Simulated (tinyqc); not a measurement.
Hubbard chain of 6 sites, step by step. One step of it, computed by the program tinyqc.

Problem. Mean-field iteration 2. H(up) = T + U n(down), H(down) = T + U n(up); fill the lowest levels; n(new) = n + mixing (n(out) - n); E = tr T (rho up + rho down) + U sum n_up n_down of the output.

one-body matrix (hopping and site energies) (eV), order 1, 2, 3, 4, 5, 6:
$$\begin{pmatrix}
-0.250000 & -0.550000 & 0.000000 & 0.000000 & 0.000000 & 0.000000 \\
-0.550000 & 0.930000 & -0.550000 & 0.000000 & 0.000000 & 0.000000 \\
0.000000 & -0.550000 & 0.950000 & -0.550000 & 0.000000 & 0.000000 \\
0.000000 & 0.000000 & -0.550000 & 0.000000 & -0.550000 & 0.000000 \\
0.000000 & 0.000000 & 0.000000 & -0.550000 & -0.250000 & -0.550000 \\
0.000000 & 0.000000 & 0.000000 & 0.000000 & -0.550000 & 0.010000
\end{pmatrix}$$

U = 11.500000 eV

electrons, up and down: [2, 2]

mixing = 1

n(up) after iteration 1: 1 0.994112, 2 0.004865, 3 0.002204, 4 0.006111, 5 0.987020, 6 0.005688

n(down) after iteration 1: 1 0.000011, 2 0.001670, 3 0.005140, 4 0.986733, 5 0.013046, 6 0.993399

Give: levels, up; levels, down; energy; n(up) after iteration 2; n(down) after iteration 2.

Solution.

levels, up (eV): [-0.4941, -0.1530, 0.5744, 1.5998, 11.3927, 11.4703]

levels, down (eV): [-0.2636, 0.0495, 0.6162, 1.6206, 11.1554, 11.2120]

energy = -1.0021 eV

n(up) after iteration 2: 1 0.8167, 2 0.1610, 3 0.0230, 4 0.0024, 5 0.9945, 6 0.0022

n(down) after iteration 2: 1 0.0001, 2 0.0459, 3 0.2253, 4 0.7275, 5 0.0042, 6 0.9970
